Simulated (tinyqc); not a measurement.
Gap and mass from two generation rates.

Problem. In the two-band model the band-to-band tunnelling rate in a uniform field is G = A F^2 exp(-B/F), with B = pi sqrt(m/C) Eg^1.5/4 (V/nm), A = 1e21 (2 q/h) m Eg/(16 pi C B) for G in cm^-3 s^-1 and F in V/nm, C = hbar^2/(2 m0). Find B, A, Eg and m.

Constants: q = 1.602176634e-19 C, hbar = 1.054571817e-34 J s, h = 6.62607015e-34 J s, m0 = 9.1093837015e-31 kg, hbar^2/(2 m0) = 0.0380998212 eV nm^2. Results are converted to the units shown.

G at F = 0.062 and 0.11 V/nm (cm^-3 s^-1): [9.6406515e30, 7.1869304e31]

Solution. The slope of ln(G/F^2) against 1/F is -B and the intercept gives A. The product A B fixes m Eg, and B = (pi/4) Eg sqrt(m Eg/C) then gives Eg.

B = 0.122 V/nm
A = 1.81e34 cm^-3 s^-1 (V/nm)^-2
Eg = 0.325 eV
m = 0.0270 m0

Numbers from tinyqc (`OMP_NUM_THREADS=1 python tinyqc.py 2620079 2620080 out.jsonl`; about 0.02 s on one thread of a shared Intel Xeon 2.30GHz).
